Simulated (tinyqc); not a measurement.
Gate sweep: ballistic transport through the one-dimensional subbands of a rectangular nanowire or nanosheet channel. Computed by tinyqc, a small Python program. Command: `OMP_NUM_THREADS=1 python tinyqc.py 3012917 3012918 out.jsonl wire walk`. One thread of a shared host (Intel(R) Xeon(R) Processor @ 2.30GHz), about 0.03 s of CPU time with the checks.

Hard walls, parabolic subbands, transport along x. Energies are counted from the bulk conduction band edge at the top of the barrier, which the gate pulls down by U; the source Fermi level lies at the bulk edge when U = 0.

Inputs (values chosen for the exercise, modelled on silicon):

| quantity | value | unit |
|---|---|---|
| light mass m_t | 0.19 | m_0 |
| heavy mass m_l | 0.902 | m_0 |
| height a | 4.1 | nm |
| width b | 7.2 | nm |
| equivalent oxide thickness t | 2.2 | nm |
| drain voltage V_D | 0.05 | V |
| temperature T | 300 | K |

Valleys: silicon [100] wire.

Constants: hbar^2/(2 m_0) = 3.80998212 eV angstrom^2; k_B = 8.617333262e-05 eV/K; m_0 = 9.1093837015e-31 kg; k_B = 1.380649e-23 J/K; hbar = 1.054571817e-34 J s; eps_0 = 8.8541878128e-12 F/m; e = 1.602176634e-19 C; h = 6.62607015e-34 J s.

Method:
- E_pq = (hbar^2 pi^2/2)(p^2/(m_y b^2) + q^2/(m_z a^2)); valley pairs: (m_x, m_y, m_z) = (m_t, m_t, m_l), (m_t, m_l, m_t), (m_l, m_t, m_t), each with degeneracy g = 2; the 10 lowest subbands are kept.
- F_j(eta) = (1/Gamma(j + 1)) int_0^infinity x^j/(1 + exp(x - eta)) dx, F_0 = ln(1 + exp(eta)). Integrals over x = E/(k_B T) use 160 Gauss-Legendre points in u = sqrt(x) from 0 to sqrt(max(eta, 0) + 32).
- With degeneracy g = 2, eta_i = (U - E_i)/(k_B T) and u = e V_D/(k_B T): line density n = sum_i g sqrt(2 m_x k_B T/pi)/(2 hbar) [F_-1/2(eta_i) + F_-1/2(eta_i - u)]; gate: e n = C_ox (V_G - U/e), C_ox = 3.9 eps_0 2 (a + b)/t (flat-plate estimate); I = (2 e k_B T/h) sum_i g [F_0(eta_i) - F_0(eta_i - u)].
- Open modes are sum_i g/(1 + exp(-eta_i)). The last column is e dn/dV_G over C_ox, taken up to the next row.

Subbands:

| valley axis | p | q | E (meV) | m_x (m_0) |
|---|---|---|---|---|
| z | 1 | 1 | 62.977 | 0.190 |
| y | 1 | 1 | 125.776 | 0.190 |
| z | 1 | 2 | 137.376 | 0.190 |
| y | 2 | 1 | 149.901 | 0.190 |
| x | 1 | 1 | 155.911 | 0.902 |
| z | 2 | 1 | 177.509 | 0.190 |
| y | 3 | 1 | 190.110 | 0.190 |
| y | 4 | 1 | 246.402 | 0.190 |
| z | 2 | 2 | 251.908 | 0.190 |
| z | 1 | 3 | 261.376 | 0.190 |

Against the gate voltage:

| V_G (V) | U (meV) | n (1/nm) | I (microampere) | open modes | C_g/C_ox |
|---|---|---|---|---|---|
| -0.240 | -240.00 | 2.3758e-06 | 3.4212e-05 | 1.9966e-05 | 5.0167e-04 |
| -0.140 | -140.05 | 1.1345e-04 | 1.6338e-03 | 9.5334e-04 | 3.9132e-02 |
| -0.017 | -21.86 | 1.0770e-02 | 1.5529e-01 | 8.9467e-02 | 4.4238e-01 |
| 0.110 | 48.95 | 1.3516e-01 | 1.9577e+00 | 9.9145e-01 | 7.3291e-01 |
| 0.210 | 75.66 | 2.9743e-01 | 4.2408e+00 | 1.9217e+00 | 8.2562e-01 |
| 0.340 | 98.33 | 5.3507e-01 | 7.3157e+00 | 3.0645e+00 | 8.7626e-01 |
| 0.480 | 115.66 | 8.0668e-01 | 1.0530e+01 | 4.2512e+00 | 9.0532e-01 |
| 0.640 | 130.81 | 1.1274e+00 | 1.4116e+01 | 5.5503e+00 | 9.2333e-01 |
| 0.810 | 143.84 | 1.4749e+00 | 1.7867e+01 | 6.8322e+00 | 9.3512e-01 |
| 1.000 | 156.17 | 1.8683e+00 | 2.1977e+01 | 8.1232e+00 | - |

What follows from these numbers?

Between the first two rows the current rises one decade per 60 mV, against the limit ln(10) k_B T/e = 60 mV. Above threshold C_g/C_ox lies between 0.73 and 0.94: the quantum capacitance in series costs a visible part.

Extremes, crossings and ranges named in words are read from the listed rows.
